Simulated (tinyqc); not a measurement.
# Depth and level of a trap from the time ratio

Problem. For an oxide trap tc/te = exp(E/Vt) with E = E0 - dpsi - (xt/tox)(Vg - VT - dpsi), dpsi being the rise of the surface potential above its value at threshold. Find xt and E0, and the depth that would be read if dpsi were ignored.

Parameters, values chosen for the exercise: temperature T = 300 K; insulator thickness tox = 3.2 nm.

Constants: q = 1.602176634e-19 C, kB = 1.380649e-23 J/K, Vt = kB T/q. Results are converted to the units shown.

Vg - VT (V): 0.08  0.23
tc/te: 1.7408713  0.39618954
dpsi (V): 0.031582820  0.059554019

Answer. E + dpsi is a straight line in the oxide voltage Vg - VT - dpsi with slope -xt/tox and intercept E0. Ignoring dpsi assigns the motion of the bands to the trap and overstates its depth.

xt = 0.2700 nm
E0 = 0.05000 eV
depth read without dpsi = 0.8164 nm

Numbers from tinyqc (`OMP_NUM_THREADS=1 python tinyqc.py 2710016 2710017 out.jsonl`; about 0.01 s on one thread of a shared Intel Xeon 2.30GHz).
